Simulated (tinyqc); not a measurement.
# Trap density from swing and capacitance

Inverse problem. In an MOS structure at one bias the subthreshold swing is S = Vt ln 10 (1 + (Cd + q Dit)/Cox) and 1/C_HF = 1/Cox + 1/Cd, Cox = 3.9 eps0/EOT. Find Cd and Dit.

Values chosen for this exercise: temperature T = 200 K; equivalent oxide thickness EOT = 17 nm.

Constants: q = 1.602176634e-19 C, kB = 1.380649e-23 J/K, Vt = kB T/q, eps0 = 8.8541878128e-14 F/cm where lengths are in cm. Results are converted to the units shown.

S = 114.50827 mV/decade
C_HF = 131.87659 nF/cm^2

Answer. C_HF gives Cd, and the swing gives Cd + q Dit.

Cd = 376 nF/cm^2
Dit = 4.38e10 cm^-2 eV^-1

Computed by the program tinyqc: `OMP_NUM_THREADS=1 python tinyqc.py 2030115 2030116 out.jsonl`, one thread of a shared Intel Xeon 2.30GHz, about 0.01 s for the whole run.
